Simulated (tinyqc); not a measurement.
# Dopants and charged point defects at anneal temperature: Fermi-level effect, clustering and pairing, step by step

A worked calculation. Computed by tinyqc, a small Python program that keeps every step. Command: `OMP_NUM_THREADS=1 python tinyqc.py 3015421 3015422 out.jsonl pairing walk`. One thread of a shared host (Intel(R) Xeon(R) Processor @ 2.30GHz), about 0.02 s of CPU time with the checks. Intermediate numbers are printed to about 6 digits and carried at full precision; extremes and crossings named in words are read from the listed rows.

Boltzmann statistics and full ionisation of active dopants. Energies are counted from the valence band; the defect (a vacancy or self-interstitial) has five charge states, with all degeneracy factors one.

Inputs (values chosen for the exercise, for a model semiconductor):
```
quantity                                         value    unit
gap at 0 K E_g0                                   1.45      eV
Varshni alpha                                 0.000386    eV/K
Varshni beta                                       193       K
electron mass m_e                                  0.1     m_0
valleys M_c                                          1       -
hole mass m_h                                    0.613     m_0
anneal temperature T                               940       K
total dopant density N                         3.4e+20   cm^-3
formation enthalpy of the neutral defect H_f      3.38      eV
formation entropy S_f                              6.2     k_B
site density N_s                                 4e+22   cm^-3
intrinsic dopant diffusivity D_i               7.7e-13  cm^2/s
anneal time t                                     2000       s
dopant atoms per cluster k                           3       -
cluster binding energy E_b                         1.5      eV
```

Dopant: donor. Second part: clustering of the dopant.

defect levels as fractions of E_g(T): (2+/+), (+/0), (0/-), (-/2-): 0.054  0.21  0.6  0.79

Constants: m_0 = 9.1093837015e-31 kg; k_B = 1.380649e-23 J/K; h = 6.62607015e-34 J s; k_B = 8.617333262e-05 eV/K.

## The host at the anneal temperature

E_g = E_g0 - alpha T^2/(T + beta). N_c = 2 M_c (2 pi m_e k_B T/h^2)^(3/2) and N_v = 2 (2 pi m_h k_B T/h^2)^(3/2), masses in units of m_0. n_i = sqrt(N_c N_v) exp(-E_g/2 k_B T); E_i = E_g/2 + (k_B T/2) ln(N_v/N_c).

E_g = 1.14897 eV

k_B T = 0.0810029 eV

n_i = 1.42594e+16 cm^-3

E_i = 0.684639 eV

effective density of states N_b of the majority band = 4.40131e+18 cm^-3

## Active and clustered dopant

n = A/2 + sqrt(A^2/4 + n_i^2) for an active density A. k ionised dopants and k carriers form one neutral cluster: C = N_s (A/N_s)^k (n/N_b)^k exp(E_b/k_B T), N_b the effective density of states of the majority band, and N = A + k C (60 bisections in ln A between ln N - 90 and ln N).

active density A = 7.18275e+18 cm^-3

clusters C = 1.10939e+20 cm^-3

active share = 0.0211257

98 % of the dopant is lost to clusters.

## Carrier density and Fermi level

chi = n/n_i (for acceptors n_i/p); E_F = E_i + k_B T ln chi; field enhancement h = 1 + A/sqrt(A^2 + 4 n_i^2).

n = 7.18278e+18 cm^-3

chi = 503.722

E_F = 1.18864 eV

field enhancement h = 1.99999

The doping is 504 n_i: extrinsic conditions. Caution: the carrier density exceeds the effective density of states, where Boltzmann statistics understate the shift of E_F and so the density of charged defects (gap narrowing, also left out, works the other way).

## Charged defects

C_0 = N_s exp(S_f/k_B) exp(-H_f/k_B T). Ratios to the neutral state at E_F = E_i: r_+ = exp((E(+/0) - E_i)/k_B T), r_2+ = r_+ exp((E(2+/+) - E_i)/k_B T), r_- = exp((E_i - E(0/-))/k_B T), r_2- = r_- exp((E_i - E(-/2-))/k_B T); at other E_F state q scales as chi^(-q). The enhancement is sum r_q chi^(-q)/sum r_q. The charge on the defects is left out of neutrality.

neutral defects C_0 = 1.48912e+07 cm^-3

Charge states:
```
state      ratio r  intrinsic (cm^-3)  doped (cm^-3)
2+     1.92725e-06        2.86991e+01    1.13106e-04
+      4.19721e-03        6.25016e+04    1.24079e+02
0      1.00000e+00        1.48912e+07    1.48912e+07
-      9.43149e-01        1.40446e+07    7.07459e+09
2-     6.00802e-02        8.94668e+05    2.27010e+11
```

all defects, doped = 2.34099e+11 cm^-3

enhancement over intrinsic = 7831.22

mean charge = -1.96965 e

Doping leaves the neutral state alone and multiplies the total by 7830; the most common state is 2- (in intrinsic material 0).

## Dopant diffusivity

If every charge state of the defect carries the dopant equally well, D = D_i x enhancement x h x (active share A/N, a rough stand-in that overstates the dA/dN which immobile clusters call for), D_i being an input held fixed when T or H_f is moved; diffusion length 2 sqrt(D t).

effective diffusivity D = 2.54777e-10 cm^2/s

D/D_i = 330.879

diffusion length = 14276.6 nm

Caution: so large an enhancement assumes that highly charged defects carry the dopant as well as neutral ones; measured enhancements are far smaller.

## Against doping

chi = n/n_i; h = 1 + A/sqrt(A^2 + 4 n_i^2); the dopant diffusivity over its intrinsic value is D/D_i = enhancement x h x A/N, if every charge state carries the dopant equally well.

Trend at the anneal temperature:
```
N (cm^-3)  active A (cm^-3)          chi  defect enhancement  mean charge        D/D_i
4.30e+14        4.30000e+14  1.01519e+00         1.00802e+00     -0.53233  1.02322e+00
2.50e+15        2.50000e+15  1.09150e+00         1.04854e+00     -0.55526  1.14010e+00
1.50e+16        1.50000e+16  1.65585e+00         1.35944e+00     -0.69207  1.99227e+00
9.10e+16        9.10000e+16  6.53478e+00         4.84677e+00     -1.16078  9.47173e+00
5.40e+17        5.39940e+17  3.78919e+01         6.12728e+01     -1.69319  1.22447e+02
3.20e+18        2.54359e+18  1.78385e+02         1.03669e+03     -1.91819  1.64801e+03
1.90e+19        4.27182e+18  2.99583e+02         2.82737e+03     -1.94987  1.27136e+03
1.10e+20        5.91769e+18  4.15005e+02         5.35012e+03     -1.96337  5.75640e+02
6.80e+20        8.07502e+18  5.66296e+02         9.86451e+03     -1.97293  2.34282e+02
```

Well below n_i = 1.43e16 cm^-3 chi and the enhancement are near 1. At any doping d ln(enhancement)/d ln chi equals minus the mean charge, which goes from -0.53 to -1.97 over the rows. Clustering bends A over: its exponent in N falls to 0.17, towards 1/(2k) = 0.167, and D/D_i peaks at N = 3.2e18 cm^-3. Rows with carriers above N_b lie beyond Boltzmann statistics.

## Activation against anneal temperature

The formulas are those given above.

Equilibrium activation:
```
T (K)  n_i (cm^-3)  active A (cm^-3)  clusters C (cm^-3)  active share
560    1.24574e+13       6.01824e+17         1.13133e+20     0.0017701
660    1.66066e+14       1.49173e+18         1.12836e+20     0.0043874
750    9.74754e+14       2.78057e+18         1.12406e+20     0.0081781
850    4.59906e+15       4.80953e+18         1.11730e+20     0.0141457
940    1.42594e+16       7.18275e+18         1.10939e+20     0.0211257
1030   3.67710e+16       1.00592e+19         1.09980e+20     0.0295858
1130   8.94128e+16       1.38090e+19         1.08730e+20     0.0406146
```

The active share goes from 0.00177 at 560 K to 0.0406 at 1130 K, so a layer activated by a hot, short anneal is metastable and deactivates in later, cooler steps if the dopant can move. Over the first three rows, where most dopant is clustered, a fit of ln A rises with slope 0.291 eV against -1/k_B T, near E_b/(2k) = 0.250 eV plus 0.75 k_B T.

Checks made by the program: conservation of the dopant (relative difference below 1e-10); ratios against Boltzmann factors of formation energies at E_F (relative difference below 1e-10).
